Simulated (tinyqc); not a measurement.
Hopping conduction between localised states: one step, computed by the program tinyqc.

Energies are counted from the Fermi level. A small network shows the mechanism; the laws of an infinite system follow.

Problem. Critical path. Critical exponent s_c: the smallest value such that bonds with s_ij <= s_c connect site 1 with site 8.

Inputs (values chosen for the exercise, for a model amorphous semiconductor): temperature T = 65 K.

Dimension: 3D.

s_ij:
```
,1,2,3,4,5,6,7,8
1,0.00000,5.22780,7.10512,9.78104,13.58189,17.34577,17.94771,19.49474
2,5.22780,0.00000,8.06354,9.80266,12.43300,15.28800,17.45840,19.89996
3,7.10512,8.06354,0.00000,4.32786,8.06997,11.85523,12.44032,14.12460
4,9.78104,9.80266,4.32786,0.00000,4.70904,8.32733,8.94598,11.11092
5,13.58189,12.43300,8.06997,4.70904,0.00000,5.94937,7.18426,10.25043
6,17.34577,15.28800,11.85523,8.32733,5.94937,0.00000,5.32439,8.24115
7,17.94771,17.45840,12.44032,8.94598,7.18426,5.32439,0.00000,4.94829
8,19.49474,19.89996,14.12460,11.11092,10.25043,8.24115,4.94829,0.00000
```

Give: critical exponent s_c.

Solution.

critical exponent s_c = 7.105
